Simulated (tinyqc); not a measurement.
# Schottky diode by thermionic emission with image-force lowering and series resistance: what changes with what

Metal on an n-type semiconductor with one parabolic valley; V > 0 is forward bias (metal positive). I = I0 [exp(Vj/(n Vt)) - 1] with Vj = V - I Rs; I0 = S A* T^2 exp(-(phi - dphi)/Vt), the lowering dphi taken at zero bias.

Parameters, values chosen for the exercise; band and dielectric values close to those of In0.53Ga0.47As:
- T = 400 K (temperature)
- me = 0.0411 m0 (electron mass)
- eps_r = 13.8 (relative permittivity)
- phi = 0.52 eV (barrier height seen from the metal)
- Nd = 1e16 cm^-3 (donor density)
- S = 0.00015 cm^2 (area)
- n = 1.23 (ideality factor)
- Rs = 11 ohm (series resistance)

Constants: q = 1.602176634e-19 C, kB = 1.380649e-23 J/K, h = 6.62607015e-34 J s, m0 = 9.1093837015e-31 kg, Vt = kB T/q, eps0 = 8.8541878128e-14 F/cm where lengths are in cm. Results are converted to the units shown.

Each table varies one quantity; the others keep the values above.

## Current against voltage

A* = 4 pi q me m0 kB^2/h^3 (times 1e-4 for A/(cm^2 K^2)); Nc = 2 (2 pi me m0 kB T/h^2)^1.5 (times 1e-6 for cm^-3); xi = Vt ln(Nc/Nd), Vbi = phi - xi; surface field Em = sqrt(2 q Nd (Vbi - V - Vt)/(eps0 eps_r)); dphi = sqrt(q Em/(4 pi eps0 eps_r)). The apparent ideality is (dV/d ln I)/Vt.

Current against voltage:
```
V (V),I (A),Vj (V),apparent ideality
0.05,1.206e-4,0.04867,0.8783
0.12,7.303e-4,0.1120,1.375
0.19,0.002520,0.1623,2.007
0.26,0.005751,0.1967,3.053
0.33,0.009999,0.2200,4.414
0.4,0.01485,0.2367,5.963
0.47,0.02005,0.2494,7.626
0.54,0.02549,0.2596,9.363
0.61,0.03109,0.2680,11.15
0.68,0.03681,0.2751,12.97
```

Read the table: what changes, and by how much?

I rises from 1.21e-4 to 0.0368 A, and the apparent ideality rises from 0.878 to 13.0, against n = 1.23. It starts below n because the -1 in the diode law still counts there. From V = 0.26 V on, I Rs exceeds n Vt and the resistance bends the curve.

## Effect of the doping on the lowering

Same model as above.

Here V = 0 in Em.

Effect of the doping on the lowering:
```
Nd (cm^-3),Vbi (V),Em (kV/cm),dphi (meV),I0 (A)
1e14,0.24160,2.3306,4.9314,3.8396e-5
2.5e14,0.27318,3.9560,6.4249,4.0096e-5
6.1e14,0.30393,6.5655,8.2769,4.2309e-5
1.5e15,0.33494,10.872,10.651,4.5326e-5
3.7e15,0.36606,17.937,13.681,4.9490e-5
9.1e15,0.39708,29.417,17.520,5.5321e-5
2.2e16,0.42751,47.620,22.291,6.3534e-5
5.5e16,0.45909,78.260,28.576,7.6242e-5
```

dphi rises from 4.93 to 28.6 meV, as Nd^(0.28) (1/4 at fixed Vbi), and I0 grows by a factor of 1.99. Emission limits the current only if the drift velocity at the surface is well above A* T^2/(q Nc) = 1.53e7 cm/s; with a mobility of 10800 cm^2/(V s) it is less than three times that in 2 of the rows, where I0 is overstated.

## Soft saturation in reverse bias

Same model as above.

Here dphi follows the bias, J = -A* T^2 exp(-(phi - dphi(V))/Vt) [1 - exp(V/Vt)], without Rs.

Results:
```
V (V),Em (kV/cm),dphi (meV),J (A/cm^2)
-0.2,38.52,20.05,-0.3957
-1,59.85,24.99,-0.4581
-2,78.77,28.67,-0.5096
-4,107.0,33.41,-0.5849
-7,139.0,38.08,-0.6697
-10,164.9,41.48,-0.7390
-15,200.7,45.77,-0.8369
```

Estimate the missing row, V = -0.5 V.

Computed row:
```
V (V),Em (kV/cm),dphi (meV),J (A/cm^2)
-0.5,47.65,22.30,-0.4236
```

With this row back in the table: dphi rises from 20.0 to 45.8 meV, as the square root of the field, and |J| grows by a factor of 2.12: the reverse current does not saturate. Tunnelling and generation are left out.

Program tinyqc, `OMP_NUM_THREADS=1 python tinyqc.py 2640062 2640063 out.jsonl`; Intel Xeon 2.30GHz, shared host, one thread, about 0.01 s.
